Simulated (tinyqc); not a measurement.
# Worked calculation: six-transistor SRAM cell, nodal equations and margins

Computed by the program tinyqc: `OMP_NUM_THREADS=1 python tinyqc.py 2340121 2340122 out.jsonl`, one thread of a shared Intel Xeon 2.30GHz, about 0.2 s for the whole run. Printed values are rounded.

Two cross-coupled inverters (pull-down bn, pull-up bp) hold the nodes Q and QB; access transistors (ba, threshold VTn, gate on the word line at Vdd when selected) join them to the bit lines. Transistor (EKV form, voltages against the body): I = 2 n b Vt^2 [F(vp - Vs) - F(vp - Vd)] from drain to source, F(v) = ln^2(1 + exp(v/(2 Vt))), vp = (Vg - VT + sg |Vd - Vs|)/n. n-channel bodies are at 0; for the p-channel device all voltages are counted down from Vdd. b in uA/V^2 gives I in uA. For an access transistor the bit line is the drain and the node the source. In a read both bit lines are at Vdd. The cell is symmetric (no mismatch).

Inputs (values chosen for the exercise): temperature T = 400 K; supply voltage Vdd = 0.4 V; slope factor n = 1.3; drain-induced barrier lowering sg = 0.1; n-channel threshold VTn = 0.42 V; p-channel threshold (magnitude) VTp = 0.34 V; gain factor of the pull-down transistor bn = 320 uA/V^2; gain factor of the access transistor ba = 210 uA/V^2; gain factor of the pull-up transistor bp = 180 uA/V^2.

Constants: q = 1.602176634e-19 C, kB = 1.380649e-23 J/K, Vt = kB T/q. Results are converted to the units shown.

## Iteration 1: node voltages in a read by Newton steps

(Q, QB) at the start (V): Q 0.000000, QB 0.400000

F1 = In(gate QB, drain Q) - Ip(gate QB, drain Q) - Ia(bit line, Q), F2 the same with Q and QB exchanged; J by central differences with +/- 1e-6 V; solve J d = -F, limit each component to +/- 0.15 V and add.

F1, F2 (uA): [-0.427272, 0.000202]

J (uS):

|  | Q | QB |
|---|---|---|
| F1 | 16.6244 | 0.0146 |
| F2 | 0.0045 | 11.5544 |

(Q, QB) after iteration 1 (V): Q 0.025701, QB 0.399973

## Iteration 2: node voltages in a read by Newton steps

As before.

F1, F2 (uA): [-0.0833081, 0.0001194]

J (uS):

|  | Q | QB |
|---|---|---|
| F1 | 10.5136 | 2.4100 |
| F2 | 0.0107 | 8.6553 |

(Q, QB) after iteration 2 (V): Q 0.033631, QB 0.399949

## Course of the iteration: node voltages in a read by Newton steps

Stop when the largest change of (Q, QB) is below 1e-9 V, or after 30 iterations. The rule counts as met only at the stable state with Q low.

Course of the iteration:

| iteration | Q (V) | largest \|change\| of one entry (V) |
|---|---|---|
| 1 | 0.0257014 | 0.0257 |
| 2 | 0.0336307 | 7.93e-3 |
| 3 | 0.0342855 | 6.55e-4 |
| 4 | 0.0342896 | 4.15e-6 |
| 5 | 0.0342896 | 1.67e-10 |

Converged in 5 iterations. At the end the number of correct digits about doubles with each step.

## Read current and disturbance

(Q, QB) (V): Q 0.0342896, QB 0.399945

Iread = Ia(bit line at Vdd, source Q); cell ratio bn/ba; time to pull a bit line of 20 fF down by 0.1 V at that current.

Iread = 0.195559 uA
cell ratio = 1.52381
time = 10227.1 ps

The read lifts the low node to 34.3 mV, against a balance point of 225 mV.

## The largest square in the read butterfly

| point | c (V) |
|---|---|
| 0 | 0.056 |
| 1 | 0.093 |
| 2 | 0.13 |
| 3 | 0.16 |
| 4 | 0.19 |
| 5 | 0.2 |
| 6 | 0.22 |

f(x) is the node voltage of one half-cell in a read for input x (In - Ip - Ia = 0). Static noise margin: side of the largest square between the curve (x, f(x)) and its mirror image (f(y), y); with h(c) the root x of f(x) - x = c, it is the maximum over c > 0 of h(c) - h(-c) + c.

| point | h(c) (V) | h(-c) (V) | side (V) |
|---|---|---|---|
| 0 | 0.218184 | 0.233447 | 0.0407370 |
| 1 | 0.213599 | 0.242798 | 0.0638016 |
| 2 | 0.207499 | 0.256322 | 0.0811767 |
| 3 | 0.199998 | 0.270207 | 0.0897909 |
| 4 | 0.188225 | 0.286059 | 0.0921663 |
| 5 | 0.182995 | 0.291670 | 0.0913250 |
| 6 | 0.170332 | 0.303277 | 0.0870558 |

The maximum over c is 92.27 mV, the read margin; with the word line off (no Ia) the same construction gives 135.9 mV.
